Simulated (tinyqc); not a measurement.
Which roughness does what: X-ray reflectivity of a thin film on silicon: critical angles, Parratt recursion, fringes and roughness. Computed by tinyqc, a small Python program. Command: `OMP_NUM_THREADS=1 python tinyqc.py 3121326 3121327 out.jsonl xrr walk`. One thread of a shared host (Intel(R) Xeon(R) Processor @ 2.30GHz), about 0.01 s of CPU time with the checks.

n = 1 - delta + i beta; the classical electron radius is r_e = 2.8179403e-6 nm. Layer 0 is vacuum, 1 the film, 2 the substrate.

Inputs (values chosen for the exercise, modelled on a porous low-k film on silicon, copper K-alpha radiation):

| quantity | value | unit |
|---|---|---|
| wavelength lambda | 0.15406 | nm |
| film density rho | 1.25 | g/cm^3 |
| effective electrons per unit mass, film | 0.518 | mol/g |
| beta/delta, film | 0.011 | - |
| film thickness d | 27.5 | nm |
| roughness of the surface sigma_1 | 0.67 | nm |
| roughness of the interface sigma_2 | 0.73 | nm |
| substrate density | 2.33 | g/cm^3 |
| effective electrons per unit mass, substrate | 0.507 | mol/g |
| beta/delta, substrate | 0.023 | - |
| grazing angle theta | 1.45 | degrees |

Constants: N_A = 6.02214076e+23 1/mol.

Method:
- delta = r_e lambda^2 rho_e/(2 pi), rho_e = density x electrons per mass x N_A; critical angle sqrt(2 delta), q_c = 4 sqrt(pi r_e rho_e).
- k_j = (2 pi/lambda) sqrt(sin^2 theta - 2 delta_j + 2 i beta_j); r_ij = (k_i - k_j)/(k_i + k_j) x exp(-2 k_i k_j sigma^2) (Nevot-Croce); r = (r_01 + r_12 p)/(1 + r_01 r_12 p), p = exp(2 i k_1 d); R = |r|^2.
- Far above the critical angle the period is d theta = lambda/(2 d), or 2 pi/d in q; the envelope runs between (|r_01| - |r_12 p|)^2 and (|r_01| + |r_12 p|)^2; contrast = 2 a b/(a^2 + b^2) with a = |r_01|, b = |r_12 p|; roughness factors on the amplitudes are about exp(-q^2 sigma^2/2).
- R is averaged over one period above each angle (64 points); contrast = (max - min)/(max + min) of R theta^4 over that period. Cases: smooth; only sigma_1; only sigma_2; both.

period in theta = 0.160491 degrees

Constants:

| layer | rho_e (1/nm^3) | delta | beta | critical angle (degrees) | q_c (1/nm) |
|---|---|---|---|---|---|
| film | 389.934 | 4.15071e-06 | 4.56578e-08 | 0.165082 | 0.235015 |
| substrate | 711.402 | 7.57263e-06 | 1.74170e-07 | 0.222977 | 0.317437 |

Mean R and contrast:

| theta (degrees) | R smooth | contrast | R, sigma_1 | contrast, sigma_1 | R, sigma_2 | contrast, sigma_2 | R, both | contrast, both |
|---|---|---|---|---|---|---|---|---|
| 0.8 | 1.5749e-04 | 0.98568 | 1.1421e-04 | 0.98223 | 1.2251e-04 | 8.5984e-01 | 7.9562e-05 | 0.97866 |
| 1.2 | 2.8522e-05 | 0.98358 | 1.5439e-05 | 0.88498 | 1.9068e-05 | 6.5218e-01 | 5.7780e-06 | 0.94990 |
| 1.8 | 6.1144e-06 | 0.98150 | 2.6573e-06 | 0.45706 | 3.7649e-06 | 2.4326e-01 | 1.9889e-07 | 0.89353 |
| 2.5 | 1.7874e-06 | 0.98174 | 7.2566e-07 | 0.12907 | 1.0594e-06 | 5.1886e-02 | 3.2316e-09 | 0.83578 |
| 3.5 | 4.9207e-07 | 0.98182 | 1.9407e-07 | 0.00739 | 2.8482e-07 | 1.7089e-03 | 3.2248e-12 | 0.69766 |

At 2.5 degrees sigma_1 alone multiplies the mean R by 0.41 and sigma_2 alone by 0.59; the contrast goes from 0.98 (smooth) to 0.13 and 0.05.
